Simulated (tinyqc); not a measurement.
Inside a calculation. Method: geometry optimisation on the UHF/sto-6g surface (energies and gradients from PySCF), for H3, spin multiplicity 2. One step of it, computed by the program tinyqc.

Problem. Step 1: move. Quasi-Newton step p = -H^(-1) g (first H = 0.6 times the unit matrix); steps longer than 0.3 bohr are cut back (factor 0.908 here).

positions at the start (bohr), order 1H, 2H, 3H:
$$\begin{pmatrix}
0.035905 & -0.068030 & 0.018897 \\
0.103935 & -0.011338 & 1.392728 \\
-0.011338 & 0.000000 & -1.381390
\end{pmatrix}$$

gradient (hartree/bohr), order 1H, 2H, 3H:
$$\begin{pmatrix}
0.00094764 & 0.00430041 & 0.00455026 \\
-0.00630939 & -0.00170113 & -0.14219256 \\
0.00536175 & -0.00259928 & 0.13764230
\end{pmatrix}$$

Give: positions after step 1.

Solution.

positions after step 1 (bohr), order 1H, 2H, 3H:
$$\begin{pmatrix}
0.0345 & -0.0745 & 0.0120 \\
0.1135 & -0.0088 & 1.6080 \\
-0.0195 & 0.0039 & -1.5897
\end{pmatrix}$$
